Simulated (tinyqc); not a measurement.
Capillary instabilities by surface diffusion: grooving and agglomeration of films, edge retraction, wire break-up and smoothing of roughness: one step, computed by the program tinyqc. Command: `OMP_NUM_THREADS=1 python tinyqc.py 3005017 3005018 out.jsonl dewet walk`. One thread of a shared host (Intel(R) Xeon(R) Processor @ 2.30GHz), about 0.01 s of CPU time with the checks.

Isotropic surface energy; shapes change by surface diffusion alone.

Problem. Will grooves cut through? Groove angle beta: sin(beta) = gamma_b/(2 gamma). For circular grains of radius R with spherical caps the groove ends (measured from the mean surface) at the depth R g(beta), g = (2 - 3 cos beta + cos^3 beta)/(3 sin^3 beta). The film parts if R g(beta_s) > h.

Inputs (values chosen for the exercise, of the order of those of a nickel silicide film):
```
quantity                       value   unit
surface energy gamma_s          1.58  J/m^2
grain-boundary energy gamma_b   0.54  J/m^2
film thickness h                 3.6     nm
grain radius R                    13     nm
```

Grooves: at the surface only.

Give: beta_s; sum of g; critical R/h; final depth over h.

Solution.

beta_s = 9.839 degrees

sum of g = 0.04314

critical R/h = 23.18

final depth over h = 0.1558

The grooves stop short by this estimate; triple junctions groove deeper and may still open.
